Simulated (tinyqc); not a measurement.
Wannier-Stark ladder of a miniband, step by step. Values are carried at full precision from step to step, so a last printed digit may differ when a step is redone from the rounded ones.

One state in each well j = -(Nw - 1)/2 ... (Nw - 1)/2: H_jj = j e F d, H_(j,j+1) = -W/4; 1 kV/cm = 0.01 meV/angstrom. In an infinite chain the levels are j e F d and the state of well 0 has amplitude J_j(x) in size on well j, x = W/(2 e F d).

Constants: hbar = 6.58211957e-16 eV s.

Parameters, chosen for this exercise (near those of an InGaAs/InAlAs superlattice; the results hold for these values, not for the real material):
- W = 22 meV (miniband width)
- d = 62 angstrom (period)
- F = 41 kV/cm (field)
- Nw = 11 (wells)

## Scales

Give e F d, x, the Bloch frequency e F d/(2 pi hbar) and period, and the swing W/(e F) of a wave packet.

e F d = 25.420 meV
x = 0.4327
frequency = 6.147 THz
period = 0.163 ps
swing = 54 angstrom

## The matrix

Fill it in.

H (meV), lower triangle:
```
          -5        -4       -3       -2       -1       0       1       2       3        4        5
-5  -127.100
-4    -5.500  -101.680
-3         0    -5.500  -76.260
-2         0         0   -5.500  -50.840
-1         0         0        0   -5.500  -25.420
0          0         0        0        0   -5.500       0
1          0         0        0        0        0  -5.500  25.420
2          0         0        0        0        0       0  -5.500  50.840
3          0         0        0        0        0       0       0  -5.500  76.260
4          0         0        0        0        0       0       0       0  -5.500  101.680
5          0         0        0        0        0       0       0       0       0   -5.500  127.100
```

## Levels and the middle state

Diagonalise; give the levels, their spacings and the weights of the middle level on the wells.

levels (meV): -128.264  -101.706  -76.260  -50.840  -25.420  0.000  25.420  50.840  76.260  101.706  128.264

spacings (meV): 26.557  25.446  25.420  25.420  25.420  25.420  25.420  25.420  25.446  26.557

weights: 0.0000  0.0000  0.0000  0.0005  0.0447  0.9096  0.0447  0.0005  0.0000  0.0000  0.0000

The spacing in the middle is 1.0000 e F d and at the ends 1.045 e F d; states that reach the ends of the stack are pushed apart.

## Bessel amplitudes

With x = W/(2 e F d): J_j(x)^2 for j = 0 to 5, their running sum over -j ... j, and the spread sqrt(sum j^2 J_j^2) = x/sqrt2. For a hole fixed in well 0 the J_j^2 are the strengths of the optical lines at j e F d.

Weights:
```
j   J_j^2     sum
0  0.9096  0.9096
1  0.0447  0.9989
2  0.0005  1.0000
3  0.0000  1.0000
4  0.0000  1.0000
5  0.0000  1.0000
```

spread = 0.306 periods

The strongest line is j = 0.

## Checks

- Weight on well 1 of the middle state of 61 wells against J_1(x)^2: both 0.0447.

Program tinyqc; command `OMP_NUM_THREADS=1 python tinyqc.py 1282055 1282056 out.jsonl`; about 0.01 s on one thread of a shared Intel(R) Xeon(R) Processor @ 2.30GHz.
